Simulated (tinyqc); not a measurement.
Two electrons on one impurity (helium-like model): one step. Units and equal orbitals. Four cases, with inputs chosen for the exercise.

Problem. Give Ha*, a*, the best common exponent Z - 5/16, E = -(Z - 5/16)^2, and the binding of the second electron -Z^2/2 - E.

Units Ha* = 2 Ry m/eps^2 and a* = a0 eps/m. One electron is bound by Z^2/2. Two electrons in the singlet built from exp(-a r) and exp(-b r): S = 8 (ab)^(3/2)/(a + b)^3, h_aa = a^2/2 - Z a, h_bb alike, h_ab = S (ab/2 - Z (a + b)/2), J = ab (a^2 + 3ab + b^2)/(a + b)^3, K = 20 (ab)^3/(a + b)^5, E = (h_aa + h_bb + 2 S h_ab + J + K)/(1 + S^2). For a = b this is a^2 - 2 Z a + 5a/8. Real double donors are deeper, since the central cell is left out.

Constants: Ry = 13.60569312 eV; a0 (Bohr radius) = 0.5291772105 angstrom.

Give: Ha*; a*; exponent; E with equal orbitals; binding of the second electron.

Case 1.

Values chosen (out of a larger set: near those of impurities in Si; not measured data): m = 0.301 m0 (one mean mass); eps = 11.8 (dielectric constant); Z = 2 (effective charge (1: D- centre, 2: double donor; other values mimic a central cell)).

Solution.

Ha* = 58.824 meV
a* = 20.75 angstrom
exponent = 1.6875
E with equal orbitals = -2.84766 Ha*
binding of the second electron = 49.86 meV

The first electron is bound by 117.6 meV, 2.36 times as much as the second.

Case 2.

Values chosen (out of a larger set: near those of impurities in Ge; not measured data): m = 0.177 m0 (one mean mass); eps = 15.7 (dielectric constant); Z = 1 (effective charge (1: D- centre, 2: double donor; other values mimic a central cell)).

Solution.

Ha* = 19.540 meV
a* = 46.94 angstrom
exponent = 0.6875
E with equal orbitals = -0.47266 Ha*
binding of the second electron = -0.53 meV

With equal orbitals the second electron is not bound; this is a fault of the trial function, since unequal orbitals do bind it.

Case 3.

Values chosen (out of a larger set: near those of impurities in Si; not measured data): m = 0.313 m0 (one mean mass); eps = 11.4 (dielectric constant); Z = 1 (effective charge (1: D- centre, 2: double donor; other values mimic a central cell)).

Solution.

Ha* = 65.537 meV
a* = 19.27 angstrom
exponent = 0.6875
E with equal orbitals = -0.47266 Ha*
binding of the second electron = -1.79 meV

With equal orbitals the second electron is not bound; this is a fault of the trial function, since unequal orbitals do bind it.

Case 4.

Values chosen (out of a larger set: near those of impurities in cubic GaN; not measured data): m = 0.191 m0 (one mean mass); eps = 9.7 (dielectric constant); Z = 1 (effective charge (1: D- centre, 2: double donor; other values mimic a central cell)).

Solution.

Ha* = 55.238 meV
a* = 26.87 angstrom
exponent = 0.6875
E with equal orbitals = -0.47266 Ha*
binding of the second electron = -1.51 meV

With equal orbitals the second electron is not bound; this is a fault of the trial function, since unequal orbitals do bind it.

Computed by tinyqc, one run a case: `OMP_NUM_THREADS=1 python tinyqc.py N N+1 out.jsonl` with N = 1282082, 1282096, 1282189, 1282260; one thread of a shared Intel(R) Xeon(R) Processor @ 2.30GHz, about 0.07 s a run at most.
